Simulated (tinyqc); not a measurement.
Hubbard chain of 2 sites, step by step. One step of it, computed by the program tinyqc.

Question. Mean-field iteration 2. H(up) = T + U n(down), H(down) = T + U n(up); fill the lowest levels; n(new) = n + mixing (n(out) - n); E = tr T (rho up + rho down) + U sum n_up n_down of the output.

one-body matrix (hopping and site energies) (eV):
```
,1,2
1,0.000000,-1.980000
2,-1.980000,0.000000
```

U = 6.700000 eV

electrons, up and down: 1  1

mixing = 0.200000

n(up) after iteration 1: 1 0.943587, 2 0.056413

n(down) after iteration 1: 1 0.056413, 2 0.943587

Give: levels, up; levels, down; energy; n(up) after iteration 2; n(down) after iteration 2.

Answer.

levels, up (eV): -0.2212  6.9212

levels, down (eV): -0.2212  6.9212

energy = -1.1658 eV

n(up) after iteration 2: 1 0.9381, 2 0.0619

n(down) after iteration 2: 1 0.0619, 2 0.9381
